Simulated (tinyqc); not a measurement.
What each parameter does: Wannier-Stark ladder of a miniband.

One state in each well j = -(Nw - 1)/2 ... (Nw - 1)/2: H_jj = j e F d, H_(j,j+1) = -W/4; 1 kV/cm = 0.01 meV/angstrom. In an infinite chain the levels are j e F d and the state of well 0 has amplitude J_j(x) in size on well j, x = W/(2 e F d).

Values chosen for the exercise (near those of an InGaAs/InAlAs superlattice; not measured data):
```
symbol  value  unit      meaning
W       20     meV       miniband width
d       74     angstrom  period
F       5.8    kV/cm     field
Nw      7                wells
```

e F d, x, J_0(x)^2 and the lowest level of the finite stack. Each row changes one parameter from the base and keeps the others.

Results:
```
case             e F d (meV)      x  J_0^2  lowest level (meV)
base                    4.29  2.330  0.002              -16.96
W = 25 meV              4.29  2.912  0.052              -18.63
d = 82 angstrom         4.76  2.103  0.027              -18.11
F = 8.12 kV/cm          6.01  1.664  0.175              -21.34
Nw = 9                  4.29  2.330  0.002              -21.25
```

The largest shifts from the base row, up to three for each result and ties (the steps differ in size, so this ranks the rows, not the parameters). e F d (meV): F +1.72, d +0.46; unchanged at the printed digits by W and Nw. x: F -0.666, W +0.582, d -0.227; unchanged at the printed digits by Nw. J_0^2: F +0.174, W +0.051, d +0.026; unchanged at the printed digits by Nw. lowest level (meV): F -4.38, Nw -4.29, W -1.67.

Run: tinyqc, `OMP_NUM_THREADS=1 python tinyqc.py 1280214 1280215 out.jsonl`; Intel(R) Xeon(R) Processor @ 2.30GHz, one thread, shared host; about 0.01 s of CPU time with all checks.
